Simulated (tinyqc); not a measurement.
Worked calculation: kinetics of strain relaxation and threading dislocations in mismatched semiconductor layers. Computed by tinyqc, a small Python program that keeps every step. Command: `OMP_NUM_THREADS=1 python tinyqc.py 3022353 3022354 out.jsonl threading walk`. One thread of a shared host (Intel(R) Xeon(R) Processor @ 2.30GHz), about 0.01 s of CPU time with the checks. Intermediate numbers are printed to about 6 digits and carried at full precision; extremes and crossings named in words are read from the listed rows.

60-degree dislocations on {111} planes of a (001) layer, isotropic elasticity. The Schmid factor is 1/sqrt(6), and a misfit segment relieves strain with b/2.

Inputs (values chosen for the exercise, modelled on Si(0.7)Ge(0.3) on Si):
```
quantity                                     value          unit
misfit f                                    0.0134             -
shear modulus G                               60.4           GPa
Poisson ratio nu                              0.27             -
Burgers vector b                              3.89      angstrom
glide activation energy Q                     1.95            eV
velocity prefactor v0                        27000   m/s per MPa
layer thickness h                               93            nm
anneal temperature T                           796             K
anneal time t                                  300             s
initial thread density rho_0                680000        1/cm^2
multiplication constant delta                17000           1/m
grading rate (misfit per thickness) R_f     0.0014  1/micrometre
growth temperature of the buffer T_g           974             K
growth rate R_g                                1.1          nm/s
reaction radius r_A                             14            nm
final thickness of a thick uniform layer H    0.68    micrometre
aspect ratio of a trench                       2.7             -
```

Sources: fixed density of threads.

Constants: k_B = 8.617333262e-05 eV/K.

## Excess stress and glide velocity at the start

Excess resolved stress tau = (1/sqrt 6) [2 G (1 + nu)/(1 - nu)] (e - e_eq), e_eq = b (1 - nu/4) [ln(h/b) + 1]/(4 pi (1 + nu) h), the Matthews-Blakeslee strain of an uncapped layer; glide velocity v = v0 tau exp(-Q/(k_B T)), tau in MPa.

equilibrium strain e_eq = 0.00158293

excess stress tau = 1013.87 MPa

mobility v/tau = 1.21667e-08 m/s per MPa

initial velocity = 12.3355 micrometre/s

The layer carries 8.5 times its equilibrium strain. In the anneal time a thread would run 3700 micrometre at this speed. Caution: at stresses above about 1 GPa the linear velocity law understates glide, as stress lowers the kink barrier.

## Relaxation in the anneal

Threads run in two directions, so de/dt = -(b/4) rho v, with rho fixed. With x = e - e_eq, x0 = f - e_eq (fully strained at t = 0) and v = m S x (m the mobility, S x = tau): x = x0 exp(-t/t_r), t_r = 4/(b rho_0 m S). The half time is that at which x = x0/2.

strain left e = 0.0111895

share of the excess strain relieved = 18.7056 %

thread density = 680000 1/cm^2

half time = 1004.11 s

Relaxation is under way. The misfit lines laid down are 0.088 micrometre apart. Caution: blocking of threads by crossing misfit lines, left out here, leaves real layers with more strain.

## Anneal temperature

The formulas are those given above.

After the time t:
```
T (K)  first velocity (micrometre/s)  relieved (%)  threads (1/cm^2)  half time (s)
711                      4.12258e-01        0.6897            680000    3.00447e+04
739                      1.37682e+00        2.2850            680000    8.99619e+03
772                      5.09725e+00        8.2016            680000    2.42997e+03
799                      1.37250e+01       20.5801            680000    9.02454e+02
831                      4.08462e+01       49.6284            680000    3.03239e+02
853                      8.24451e+01       74.9457            680000    1.50235e+02
884                      2.09020e+02       97.0077            680000    5.92582e+01
934                      8.22858e+02       99.9999            680000    1.50526e+01
```

The half time follows exp(Q/(k_B T)), a decade for each 70 K near 831 K. Relief goes from 21 % at 799 K to 74.9 % at 853 K: with a fixed density the onset is gradual, and more threads relax the layer sooner. Caution: rows with more than 50 % relieved leave out blocking by crossing misfit lines, which slows real layers.

## Graded buffer

In steady grading, strain is fed at R_f R_g and relieved at (b/4) rho v. As a glide-limited estimate, the driving stress is taken as the mean stress of the strained top zone, whose depth z solves R_f z/2 = e_eq(z), with strain R_f z at the surface; tau_g = S R_f z/2 is its mean; then rho = 4 R_f R_g/(b m tau_g), m = v0 exp(-Q/(k_B T_g)), S = (1/sqrt 6) 2 G (1 + nu)/(1 - nu), e_eq(z) = b (1 - nu/4) [ln(z/b) + 1]/(4 pi (1 + nu) z).

depth z of the strained zone = 515.675 nm

stress tau_g = 30.9704 MPa

thread density of the buffer = 23293.0 1/cm^2

buffer thickness f/R_f = 9.57143 micrometre

Raising T_g by 50 K would lower this density by a factor 3.1: fast glide lets few threads do the work. Caution: real buffers seldom go below 1e5 /cm^2, as pile-ups and nucleation take over; this value is a lower bound.

## Thick uniform layer and trapping in a trench

A separate case, a thick relaxed layer. Pair reactions during growth: d rho/dh = -K rho^2 with K = 2 r_A tan(psi) and threads inclined by psi = 45 degrees (the <110> lines of {111} planes), so rho = 1/(K H) for a layer that starts with far more threads than that, as highly mismatched layers do. In a trench along [110] a thread on {111} rises at 54.74 degrees across the width, and leaves through the wall below the height w tan(54.74 degrees) = sqrt(2) w; the share of threads, evenly spread over the floor, that reach the top is max(0, 1 - a/sqrt 2) for the aspect ratio a.

thread density at H = 5.25210e+09 1/cm^2

share that reaches the top = 0

The trench traps all threads that cross it; those that run along it are not trapped. Thickness alone needs 3600 micrometre for 1e6 /cm^2. Caution: at this small misfit a layer may start with fewer threads than 1/(K H), which is then only an upper bound.

Checks made by the program: strain against numerical integration (relative difference below 1e-10).
